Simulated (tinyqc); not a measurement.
# Read current of a NAND string, cells in series solved by shooting: what changes with what

Cells in series, numbered from 0 at the source line (0 V) to the bit line, each followed by a gap resistance Rg. A cell with gate Vg, threshold VT, source Vs and drain Vd passes I = 2 nf K Vt^2 [F(Vs) - F(Vd)]/(1 + th max(Vg - VT, 0)), F(V) = ln^2(1 + exp((Vg - VT - nf V)/(2 nf Vt))). The selected cell has Vg = Vr, the others Vg = Vp.

Parameters, values chosen for the exercise; values of the order met in vertical NAND strings:
- T = 300 K (temperature)
- K = 25 uA/V^2 (gain factor of a cell)
- nf = 1.8 (slope factor)
- th = 0.1 1/V (mobility reduction factor)
- Rg = 4.5 kohm (resistance of the gap between cells)
- Vbl = 0.4 V (bit-line voltage)
- Vp = 6 V (pass voltage)
- Ve = -1.3 V (threshold of an erased cell)
- Vh = 3.3 V (threshold of the highest state)
- Vx = 0.8 V (threshold of the selected cell)
- Is = 20 nA (sensing current)
- Vr = 2.6 V (read voltage on the selected word line)

Constants: q = 1.602176634e-19 C, kB = 1.380649e-23 J/K, Vt = kB T/q. Results are converted to the units shown.

Each table varies one quantity; the others keep the values above.

## Read current against the number of cells

For a trial current I start at 0 V and, cell by cell, solve for the drain: sqrt(F(Vd)) = sqrt(F(Vs) - I/k), k = 2 nf K Vt^2/(1 + th max(Vg - VT, 0)), Vd = [Vg - VT - 2 nf Vt ln(exp(sqrt F) - 1)]/nf, then add I Rg. The string current is the I for which the last node reaches Vbl. The apparent threshold is the Vr at which I = Is. Background: all other cells erased (VT = Ve) or all in the highest state (VT = Vh); ratio and shift are high over erased and high minus erased. The selected cell is in the middle, cell n/2.

Read current against the number of cells:
columns A: n; B: I, others erased (uA); C: I, others high (uA); D: ratio; E: apparent VT, erased (V); F: apparent VT, high (V); G: background shift (mV)
```
A         B        C       D       E       F      G
8     2.881    1.814  0.6295  0.7789  0.7802  1.346
16    1.572   0.9296  0.5912  0.7809  0.7836  2.694
32   0.8233   0.4706  0.5716  0.7849  0.7903  5.401
64   0.4215   0.2367  0.5616  0.7930  0.8039  10.87
96   0.2833   0.1581  0.5583  0.8011  0.8175  16.45
128  0.2133   0.1187  0.5566  0.8092  0.8312  22.03
192  0.1428  0.07924  0.5550  0.8255  0.8588  33.36
```

With erased neighbours the current falls from 2.88 to 0.143 uA, as n^(-0.87) between the first two rows and n^(-0.99) between the last two (-1 once the series resistance rules). The ratio falls from 0.629 to 0.555 and the background shift rises from 1.35 to 33.4 mV.

## Effect of the bit-line voltage

Same model as above.

The string has 128 cells and the selected one is cell 64.

Effect of the bit-line voltage:
columns A: Vbl (V); B: I, others erased (uA); C: I, others high (uA); D: ratio; E: apparent VT, erased (V); F: apparent VT, high (V); G: background shift (mV)
```
A          B        C       D       E       F      G
0.1  0.05487  0.03251  0.5926  0.8177  0.8546  36.92
0.2   0.1087  0.06318  0.5810  0.8094  0.8318  22.37
0.3   0.1615  0.09193  0.5691  0.8092  0.8312  22.04
0.4   0.2133   0.1187  0.5566  0.8092  0.8312  22.03
0.5   0.2640   0.1435  0.5437  0.8092  0.8312  22.03
0.6   0.3135   0.1663  0.5303  0.8092  0.8312  22.03
0.7   0.3619   0.1869  0.5164  0.8092  0.8312  22.03
0.8   0.4090   0.2053  0.5019  0.8092  0.8312  22.03
```

Read the table: what changes, and by how much?

As Vbl goes from 0.1 to 0.8 V, the current with erased neighbours rises from 0.0549 to 0.409 uA, that with high neighbours rises from 0.0325 to 0.205 uA and the ratio falls from 0.593 to 0.502. The background shift falls from 36.9 to 22.0 mV.

tinyqc, about 0.9 s, one thread, Intel Xeon 2.30GHz (shared host): `OMP_NUM_THREADS=1 python tinyqc.py 2142211 2142212 out.jsonl`
